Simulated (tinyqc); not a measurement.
Polar nitride quantum well with polarisation fields, step by step. Values are carried at full precision from step to step, so a last printed digit may differ when a step is redone from the rounded ones.

Growth along [0001]. e_par = (a_sub - a)/a, Ppz = 2 e_par (e31 - e33 C13/C33), P = Psp + Ppz in each layer; strain relaxation and the strain shift of the gaps are left out, although thick layers with more than about 1 % mismatch would relax.

Constants: hbar^2/2m0 = 3.80998211 eV angstrom^2; hc = 1239.841984 eV nm.

Values chosen for the exercise (near those of a GaN well in AlGaN; shifted at random, so the results belong to these values and not to a real crystal):
```
symbol  value    unit      meaning
a_w     3.189    angstrom  lattice constant a, well
a_b     3.148    angstrom  lattice constant a, barrier
a_sub   3.189    angstrom  in-plane lattice constant of the stack
Psp_w   -0.0349  C/m^2     spontaneous polarisation
Psp_b   -0.0605  C/m^2     spontaneous polarisation
e31_w   -0.344   C/m^2
e31_b   -0.446   C/m^2
e33_w   0.636    C/m^2
e33_b   1.069    C/m^2
C_w     0.271              C13/C33
C_b     0.278              C13/C33
Lw      12       angstrom  well width
Lb      125      angstrom  barrier width
eps_w   10.5               dielectric constant
eps_b   10.3               dielectric constant
Eg      3.44     eV        gap of the well
Vc      0.862    eV        conduction offset
Vv      0.406    eV        valence offset
me      0.2      m0        electron, well
meb     0.264    m0        electron, barrier
mh      1.66     m0        hole, everywhere
```

## Strain and polarisation

Give strain and polarisation of well and barrier; the bound sheet charge is |P_w - P_b|/e with e = 1.602176634e-19 C.

Layers:
```
layer      e_par  Ppz (C/m^2)  P (C/m^2)
well     0.00000      0.00000   -0.03490
barrier  0.01302     -0.01936   -0.07986
```

sheet charge = 2.806 x 1e13/cm^2

Of P_w - P_b = +0.0450 C/m^2 the piezoelectric part gives +0.0194 and the spontaneous part +0.0256.

## Built-in fields

In a periodic stack without free charge the potential drop over a period vanishes: F_w = (P_b - P_w) Lb/(eps0 (eps_w Lb + eps_b Lw)), F_b = -F_w Lw/Lb, eps0 = 8.8541878e-12 F/m; 1 MV/cm = 1e8 V/m = 0.01 V/angstrom.

Give both fields and the drop |F_w| Lw across the well.

F_w = -4.420 MV/cm
F_b = 0.424 MV/cm
drop = 0.530 eV

## Levels with and without the field

Envelope functions on cells of 0.25 angstrom over barrier, well, barrier (widths Lb, Lw, Lb), psi = 0 beyond, psi'/m continuous (mean mass between points), c = hbar^2/2m0. With u(z) the integral of e F (F_w in the well, F_b = -F_w Lw/Lb in the barriers, 1 MV/cm = 0.01 V/angstrom), zero at the centre of the well, the electron sees u plus Vc in the barriers and the hole -u plus Vv. The transition is Eg + E_e + E_h; excitons are left out.

Ground states of electron and hole, their centres, the squared overlap, the transition and its wavelength hc/E.

Results:
```
case            E_e (eV)  E_h (eV)  <z>_e  <z>_h  overlap^2  E (eV)     nm
no field          0.3490    0.0790    0.0    0.0      0.930  3.8680  320.5
built-in field    0.3148    0.0033    2.2   -3.4      0.570  3.7581  329.9
```

The field shifts the line by -110 meV, pulls the carriers 5.6 angstrom apart and, with the rate proportional to overlap^2, lengthens the radiative lifetime by a factor 1.63.

## Estimate from two triangular wells

For a strong field: E = Eg - |e F_w| Lw + a0 (c (e F_w)^2)^(1/3) (me^(-1/3) + mh^(-1/3)), a0 = 2.338107, hard walls, c = hbar^2/2m0, 1 MV/cm = 0.01 V/angstrom.

electron term = 0.7806 eV
hole term = 0.3855 eV
E = 4.0758 eV

The electron term exceeds the drop across the well, so the electron still feels the far wall and the estimate is outside its range. Against the grid result 3.7581 eV the estimate errs by +318 meV: +201 from the electron and +117 from the hole, since hard walls stand in for offsets of 0.862 and 0.406 eV into which the carriers leak.

## Checks

- Electron level without field against the matching condition of the square well, eV: both 0.349.

tinyqc: `OMP_NUM_THREADS=1 python tinyqc.py 1250958 1250959 out.jsonl`; about 0.06 s, one thread, shared Intel(R) Xeon(R) Processor @ 2.30GHz.
